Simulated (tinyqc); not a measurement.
## Random telegraph noise from one oxide trap in a small MOSFET: effect of the depth of the trap from the channel interface

An acceptor-like trap exchanges electrons with the channel. Inversion charge Q = Cox u, u = n Vt W0(exp((Vg - VT)/(n Vt))), W0 the Lambert function, n = nf, Cox = eps0 eox/tox; linear regime Id = (W/L) mu Q Vd. Relative to threshold the surface potential rises by Vt ln(u/u0) and the oxide voltage by the rest of Vg - VT, with u0 = n Vt W0(1).

N = Cox u/q; dpsi = Vt ln(u/u0); E = E0 - dpsi - (xt/tox)(Vg - VT - dpsi); capture time tc = 1/[(N/zi) vth s0 exp(-xt/lt - EB/Vt)]; emission time te = tc exp(-E/Vt); occupancy te/(tc + te). A = W L; threshold step dV = q (1 - xt/tox)/(Cox A); gm/Id = 1/(u + n Vt); relative step dI/I = (gm/Id) dV + asc mu/A. fc = (1/tc + 1/te)/(2 pi); rms = (dI/I) sqrt(tc te)/(tc + te).

Inputs (values chosen for the exercise); values of the order met in silicon transistors: temperature T = 300 K; relative permittivity of the gate insulator (close to silicon dioxide) eox = 3.9; insulator thickness tox = 4.1 nm; trap level above the channel Fermi level at threshold E0 = 0.01 eV; capture prefactor s0 = 2e-16 cm^2; capture barrier (lattice relaxation) EB = 0.26 eV; tunnelling decay length lt = 0.13 nm; thermal velocity vth = 2.1e7 cm/s; thickness of the inversion layer zi = 2.9 nm; threshold voltage VT = 0.36 V; body factor nf = 1.19; gate width W = 130 nm; gate length L = 120 nm; mobility mu = 220 cm^2/(V s); scattering coefficient of the charged trap asc = 3.2e-16 V s; drain voltage Vd = 0.02 V; gate voltage Vg = 0.38 V.

Constants: q = 1.602176634e-19 C, kB = 1.380649e-23 J/K, Vt = kB T/q, eps0 = 8.8541878128e-14 F/cm where lengths are in cm. Results are converted to the units shown.

Result of one run:
```
xt (nm)     E (eV)  tc (s)   te (s)  occupancy  dI/I (%)   fc (Hz)  rms dI/I (%)
2.67     -0.006490    9939  1.277e4     0.5624    0.7994  2.847e-5        0.3966
```

What becomes of these results when the depth of the trap from the channel interface xt is changed from 2.67 to 0.2 nm, all else the same?

Result of the changed run:
```
xt (nm)     E (eV)    tc (s)    te (s)  occupancy  dI/I (%)  fc (Hz)  rms dI/I (%)
0.2      -4.267e-4  5.568e-5  5.661e-5     0.5041     2.102     5670         1.051
```

The whole series:
```
xt (nm)     E (eV)    tc (s)    te (s)  occupancy  dI/I (%)   fc (Hz)  rms dI/I (%)
0.2      -4.267e-4  5.568e-5  5.661e-5     0.5041     2.102      5670         1.051
0.61     -0.001433  0.001304  0.001379     0.5139     1.886     237.4        0.9426
1.02     -0.002440   0.03056   0.03358     0.5236     1.670     9.947        0.8339
1.44     -0.003471    0.7731    0.8842     0.5335     1.448    0.3859        0.7225
1.84     -0.004452     16.77     19.92     0.5430     1.237   0.01748        0.6163
2.25     -0.005459     392.8     485.2     0.5526     1.021  7.331e-4        0.5076
2.67     -0.006490      9939   1.277e4     0.5624    0.7994  2.847e-5        0.3966
```

As xt goes from 0.2 to 2.67, tc rises from 5.57e-5 to 9940 s, te rises from 5.66e-5 to 12800 s and dI/I falls from 2.10 to 0.799 %. tc grows a decade every lt ln 10 = 0.299 nm of depth; traps spread evenly in depth therefore give corner frequencies spread evenly on a log scale, whose sum is 1/f noise if the traps contribute equal variances.

Range of the model: VT is taken as given; short-channel effects and the uneven flow of current among few electrons are left out.

Computed by the program tinyqc: `OMP_NUM_THREADS=1 python tinyqc.py 2710174 2710175 out.jsonl`, one thread of a shared Intel Xeon 2.30GHz, about 0.01 s for the whole run.
